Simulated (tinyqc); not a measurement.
Phonon and roughness prefactors from two fields.

Question. At 300 K and high field 1/mu = E^(1/3)/Ap + E^gs/As, E in MV/cm. Find Ap and As.

Values chosen for this exercise: exponent of the roughness term gs = 1.

mu at E = 0.5 and 1.24 MV/cm (cm^2/(V s)): 148.46867  99.193162

Solution. Two linear equations in 1/Ap and 1/As.

Ap = 135.0 cm^2/(V s)
As = 584.0 cm^2/(V s)

tinyqc, about 0.01 s, one thread, Intel Xeon 2.30GHz (shared host): `OMP_NUM_THREADS=1 python tinyqc.py 2510153 2510154 out.jsonl`
